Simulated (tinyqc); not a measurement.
Worked calculation: Tamm state at the end of a one-band chain. Values are carried at full precision from step to step, so a last printed digit may differ when a step is redone from the rounded ones.

A half-infinite chain with site energy 0 and hopping -t, band E = -2t cos(ka); the end site has energy D. The surface Green function of the unperturbed half chain is g = (E -/+ sqrt(E^2 - 4t^2))/(2t^2), the root with |t g| <= 1 and Im g <= 0, and with the shift G = g/(1 - D g).

Inputs chosen for the exercise: t = 0.57 eV (hopping); D = -0.81 eV (shift of the end site); a = 3.7 angstrom (spacing); N = 6 (sites); E = -0.96 eV (energy in the band).

## The bound state

Amplitudes z^n solve the chain for E = -t (z + 1/z); the end site demands z = -t/D, bound if |z| < 1. Then E = D + t^2/D, weight on the end site 1 - z^2, decay length -a/ln|z|.

z = 0.7037
E = -1.2111 eV
weight on the end site = 0.5048
decay length of the amplitude = 10.529 angstrom

The state lies 0.0711 eV below the band, and its amplitude keeps its sign from site to site.

## A finite chain

Write H for N sites.

H (eV):
```
        1       2       3       4       5       6
1  -0.810  -0.570       0       0       0       0
2  -0.570       0  -0.570       0       0       0
3       0  -0.570       0  -0.570       0       0
4       0       0  -0.570       0  -0.570       0
5       0       0       0  -0.570       0  -0.570
6       0       0       0       0  -0.570       0
```

## Levels of the finite chain

Diagonalise; give the weight of each level on site 1.

levels (eV): -1.2078  -0.9062  -0.4461  0.1101  0.6342  1.0059

weights on site 1: 0.5371  0.1661  0.1425  0.0948  0.0470  0.0125

The split-off level differs from the half-infinite value by +3.304 meV, the pull of the far end.

## Local density of states in the band

Form g and G at E; the surface density is -Im G/pi, the bulk density 1/(pi sqrt(4t^2 - E^2)).

g = -1.4774-0.9462i 1/eV
G = 1.6224-1.5113i 1/eV

densities (1/eV): clean end 0.3012, shifted end 0.4811, bulk 0.5177

## Checks

- Pole of G, 1 - D g(E) = 0, at the bound level: both 1.00000.

Computed by tinyqc, a small Python program: `OMP_NUM_THREADS=1 python tinyqc.py 1482577 1482578 out.jsonl` (the numbers bound the seed that draws the inputs); one thread of a shared host (Intel(R) Xeon(R) Processor @ 2.30GHz), about 0.01 s for the whole set of steps.
